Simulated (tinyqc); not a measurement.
## Composition from the perpendicular lattice constant

Problem. The layer is x parts of the first compound and 1 - x of the second, grown coherently on the third as substrate and barrier. Rows of the table: lattice constant a, average valence level Ea on an absolute scale, spin-orbit splitting so, gaps at Gamma, X and L, hydrostatic deformation potentials av and ac (Gamma), shear potential b, elastic constants, electron and heavy-hole (along z) masses. All are interpolated linearly in x; gaps get -C x (1 - x), taken wholly in the conduction band; real line-ups can differ from this model by 0.1 eV or more. In-plane strain e = (a_substrate - a)/a, e_z = -2 (c12/c11) e, volume change 2 e + e_z. X-ray diffraction gives a_z = a (1 + e_z) of the coherent layer. Find x, e and the relaxed Gamma gap.

Inputs (values chosen for the exercise):
- CG = 0.477 eV (bowing of the Gamma gap)
- CX = 1.4 eV (bowing of the X gap)
- CL = 0.33 eV (bowing of the L gap)

Binary compounds, values chosen for the exercise:

|  | close to InAs | close to GaAs | close to InP |
|---|---|---|---|
| a (angstrom) | 6.058 | 5.653 | 5.869 |
| Ea (eV) | -6.67 | -6.92 | -7.04 |
| so (eV) | 0.381 | 0.345 | 0.111 |
| EG (eV) | 0.351 | 1.41 | 1.35 |
| EX (eV) | 1.37 | 1.92 | 2.18 |
| EL (eV) | 1.05 | 1.73 | 1.93 |
| av (eV) | 1.01 | 1.16 | 1.28 |
| ac (eV) | -5.12 | -7.1 | -5.11 |
| b (eV) | -1.81 | -1.7 | -1.7 |
| c11 (GPa) | 83.1 | 119 | 102 |
| c12 (GPa) | 44.9 | 53.1 | 56.5 |
| me (m0) | 0.0227 | 0.0674 | 0.0807 |
| mh (m0) | 0.331 | 0.355 | 0.53 |

lattice constant along the growth direction = 5.76358028 angstrom

Answer. a_z changes steadily with x, about (1 + 2 c12/c11) times as fast as the relaxed lattice constant, so one composition matches.

x = 0.400
e = 0.929 %
relaxed Gamma gap = 0.872 eV

tinyqc, about 0.01 s, one thread, Intel Xeon 2.30GHz (shared host): `OMP_NUM_THREADS=1 python tinyqc.py 2690033 2690034 out.jsonl`
